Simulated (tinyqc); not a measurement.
Comparisons within one model: alloy A(1-x)B(x) by interpolation with bowing. A value that a table varies takes the place of the one given here.

Each gap follows E(x) = (1 - x) E_A + x E_B - C x (1 - x); the lattice constant follows Vegard, a(x) = (1 - x) a_A + x a_B.

Mass at Gamma from the Kane formula 1/m = F + Ep (Eg + 2 Dso/3)/(Eg (Eg + Dso)). F is fixed by the masses of A and B and interpolated linearly, as is Ep; Eg and Dso carry their bowing.

Constants: hc = 1239.841984 eV nm.

Parameters, chosen for this exercise (A near InAs, B near AlAs; not measured data):
- a = (6.05, 5.653) angstrom (lattice constant of A, B)
- Eg = (0.413, 3.137) eV (gap at Gamma to the s-like level of A, B)
- EgX = (1.454, 2.226) eV (gap to the lowest valley along Gamma-X of A, B)
- EgL = (1.133, 2.485) eV (gap to L of A, B)
- C = (0.665, 0.04, 0) eV (bowing of the Gamma, X and L gaps)
- Dso = (0.394, 0.278) eV (spin-orbit splitting of A, B)
- Ep = (21.7, 21) eV (Kane energy of A, B)
- me = (0.026, 0.1485) m0 (electron mass at Gamma of A, B)
- Cs = 0.17 eV (bowing of Dso)
- x = 0.55 (fraction of B)

## Gaps across the alloy

Eleven compositions.

Gaps (eV):
```
x,a (angstrom),Gamma,X,L,lowest,wavelength (nm)
0.0,6.0500,0.413,1.454,1.133,Gamma,3002
0.1,6.0103,0.626,1.528,1.268,Gamma,1982
0.2,5.9706,0.851,1.602,1.403,Gamma,1456
0.3,5.9309,1.091,1.677,1.539,Gamma,1137
0.4,5.8912,1.343,1.753,1.674,Gamma,923
0.5,5.8515,1.609,1.830,1.809,Gamma,771
0.6,5.8118,1.888,1.908,1.944,Gamma,657
0.7,5.7721,2.180,1.986,2.079,X,624
0.8,5.7324,2.486,2.065,2.215,X,600
0.9,5.6927,2.805,2.145,2.350,X,578
1.0,5.6530,3.137,2.226,2.485,X,557
```

How do the results move?

The lowest valley changes at x = 0.610 (Gamma to X, gap 1.915 eV). The Gamma gap is monotonic, since its bowing (0.665 eV) is smaller than the difference of the end gaps (2.724 eV); at x = 0.5 bowing lowers it by C/4 = 0.166 eV.

## Three ways to interpolate a mass

Linear in m, linear in 1/m, and the Kane formula.

Masses (m0):
```
x,Eg (eV),linear in m,linear in 1/m,Kane,Kane m/Eg (1/eV)
0.000,0.413,0.0260,0.0260,0.0260,0.0630
0.125,0.681,0.0413,0.0290,0.0430,0.0631
0.250,0.969,0.0566,0.0328,0.0616,0.0636
0.375,1.279,0.0719,0.0376,0.0813,0.0636
0.500,1.609,0.0872,0.0443,0.1007,0.0626
0.625,1.960,0.1026,0.0537,0.1182,0.0603
0.750,2.331,0.1179,0.0682,0.1325,0.0568
0.875,2.724,0.1332,0.0935,0.1427,0.0524
1.000,3.137,0.1485,0.1485,0.1485,0.0473
```

What can be read from the table?

At x = 0.5 the three give 0.0872, 0.0443 and 0.1007; judged by the largest distance, the Kane value is closer to the interpolation in m (largest distances 0.0156 m0 from the rule in m, 0.0645 m0 from the rule in 1/m). The ratio m/Eg varies by a factor of 1.34 while the gap varies by 7.60; a constant ratio is the two-band rule m = Eg/Ep at fixed Ep.

## What each parameter does

Gaps at x and the Kane mass. Each row changes one parameter from the base and keeps the others.

Results:
```
case,Gamma (eV),X (eV),L (eV),mass (m0)
base,1.7466,1.8687,1.8766,0.1080
x = 0.51,1.6361,1.8377,1.8225,0.1022
"C = (0.765, 0.14, 0.1) eV",1.7219,1.8439,1.8518,0.1061
"Eg = (0.434, 3.137) eV",1.7561,1.8687,1.8766,0.0993
"EgX = (1.454, 2.115) eV",1.7466,1.8076,1.8766,0.1080
"EgL = (1.076, 2.485) eV",1.7466,1.8687,1.8510,0.1080
"Ep = (23.9, 23.1) eV",1.7466,1.8687,1.8766,0.1240
Cs = 0.22 eV,1.7466,1.8687,1.8766,0.1077
```

How do the results move?

The largest shifts from the base row, up to three for each result and ties (the steps differ in size, so this ranks the rows, not the parameters). Gamma (eV): x -0.1106, C -0.0247, Eg +0.0095; unchanged at the printed digits by EgX, EgL, Ep and Cs. X (eV): EgX -0.0611, x -0.0310, C -0.0248; unchanged at the printed digits by Eg, EgL, Ep and Cs. L (eV): x -0.0541, EgL -0.0256, C -0.0248; unchanged at the printed digits by Eg, EgX, Ep and Cs. mass (m0): Ep +0.0160, Eg -0.0086, x -0.0058; unchanged at the printed digits by EgX and EgL.

(tinyqc, `OMP_NUM_THREADS=1 python tinyqc.py 1080879 1080880 out.jsonl`, Intel(R) Xeon(R) Processor @ 2.30GHz, 1 thread, shared host, about 0.01 s.)
